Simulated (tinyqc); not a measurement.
Chemical shift by three methods: effective-mass impurity with a central-cell term, in a basis of Slater functions. Computed by tinyqc, a small Python program. Command: `OMP_NUM_THREADS=1 python tinyqc.py 3003631 3003632 out.jsonl centralcell walk`. One thread of a shared host (Intel(R) Xeon(R) Processor @ 2.30GHz), about 0.01 s of CPU time with the checks.

The envelope obeys H = -nabla^2 - (2/r) [Z + A exp(-kappa r)] in effective units, with kappa = a*/lambda; positive A deepens the well near the core.

Inputs (values chosen for the exercise, for a model semiconductor): effective mass m = 0.345 m_0; dielectric constant eps = 6.95; charge Z of the core = 1; central-cell strength A = -0.73; central-cell range lambda = 1.5 angstrom.

Impurity: donor, one isotropic band.

Constants: Ry = 13.605693123 eV; a_0 = 0.529177210903 angstrom.

Method:
- Units: Ry* = Ry m/eps^2 and a* = a_0 eps/m, with m in m_0.
- kappa = a*/lambda; the hydrogenic ground state is bound by Z^2 Ry*.
- For s functions exp(-zeta r), with s = zeta_i + zeta_j: S = 2/s^3, T = zeta_i zeta_j S, V = -2 Z/s^2, W = -2 A/(s + kappa)^2; each function is normalised by dividing by sqrt(S_ii S_jj).
- Large basis: zeta_i = 0.06 x 1.6^(i-1), i = 1..22, same formulas; for p functions r exp(-zeta r): S = 24/s^5, T = zeta_i zeta_j S (centrifugal term included), V = -12 Z/s^4, W = -12 A/(s + kappa)^4; overlap eigenvalues below 1e-11 are dropped.
- First order: shift = 8 A Z^3/(2 Z + kappa)^2 Ry*. One exponent: minimise zeta^2 - 2 Z zeta - 8 A zeta^3/(2 zeta + kappa)^2 by golden section on 0.2 to 6 Z. All shifts are the binding beyond Z^2 Ry*.

kappa = 7.10682 1/a*

Ry* = 97.1785 meV

hydrogenic binding energy = 97.1785 meV

Shift of the 1s binding energy (meV):
```
A       first order  one exponent  large basis
0.730        6.8430        7.7501       8.1311
0.365        3.4215        3.6326       3.7181
-0.073      -0.6843       -0.6765      -0.6735
-0.182      -1.7061       -1.6585      -1.6403
-0.365      -3.4215       -3.2359      -3.1663
-0.730      -6.8430       -6.1428      -5.8899
-0.912      -8.5491       -7.4862      -7.1094
```

The three columns are ordered, first order <= one exponent <= large basis, since each is a variational bound with more freedom. At the largest attractive A first order gives 84 % and one exponent 95 % of the shift; at the most repulsive A the true shift is -7.109 meV against -8.549. Attraction pulls the envelope in and feeds itself, repulsion pushes it out and saturates.

Extremes, crossings and ranges named in words are read from the listed rows.
